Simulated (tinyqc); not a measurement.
Inside a calculation. Method: UHF in the sto-3g basis, for H3, spin multiplicity 2. One step of it, computed by the program tinyqc.

Question. Iteration 3: diagonalisation and new density. Diagonalise F' = X^T F X, C = X C', fill 2 alpha and 1 beta electrons from the bottom; D(s) = C_occ C_occ^T. Each column has its largest component positive (the first on a tie).

F(alpha) (hartree), lower triangle:
```
           1H 1s      2H 1s      3H 1s
1H 1s  -0.152805
2H 1s  -0.325369  -0.374639
3H 1s  -0.325369  -0.027905  -0.374639
```

F(beta) (hartree), lower triangle:
```
           1H 1s      2H 1s     3H 1s
1H 1s  -0.262071
2H 1s  -0.285692   0.075922
3H 1s  -0.285692  -0.102840  0.075922
```

X:
```
               1          2         3
1H 1s   0.957830   0.000000  0.572270
2H 1s  -0.651978   0.719581  0.420365
3H 1s  -0.651978  -0.719581  0.420365
```

Give: F' = X^T F X; orbital energies; coefficients C; F' = X^T F X; orbital energies; coefficients C; D(alpha) after iteration 3; D(beta) after iteration 3.

Answer.

F' = X^T F X (alpha) (hartree), lower triangle:
```
        1        2        3
1  0.3303
2  0.0000  -0.3591
3  0.1177   0.0000  -0.5054
```

orbital energies (alpha) (hartree): MO1 -0.5216, MO2 -0.3591, MO3 0.3466

coefficients C (alpha):
```
          MO1      MO2      MO3
1H 1s  0.4358   0.0000   1.0271
2H 1s  0.5056   0.7196  -0.5883
3H 1s  0.5056  -0.7196  -0.5883
```

F' = X^T F X (beta) (hartree), lower triangle:
```
         1       2        3
1   0.4503
2   0.0000  0.1851
3  -0.1458  0.0000  -0.3702
```

orbital energies (beta) (hartree): MO1 -0.3954, MO2 0.1851, MO3 0.4754

coefficients C (beta):
```
          MO1      MO2      MO3
1H 1s  0.7267   0.0000   0.8467
2H 1s  0.3035   0.7196  -0.7139
3H 1s  0.3035  -0.7196  -0.7139
```

D(alpha) after iteration 3, lower triangle:
```
        1H 1s    2H 1s   3H 1s
1H 1s  0.1900
2H 1s  0.2204   0.7734
3H 1s  0.2204  -0.2622  0.7734
```

D(beta) after iteration 3, lower triangle:
```
        1H 1s   2H 1s   3H 1s
1H 1s  0.5280
2H 1s  0.2205  0.0921
3H 1s  0.2205  0.0921  0.0921
```
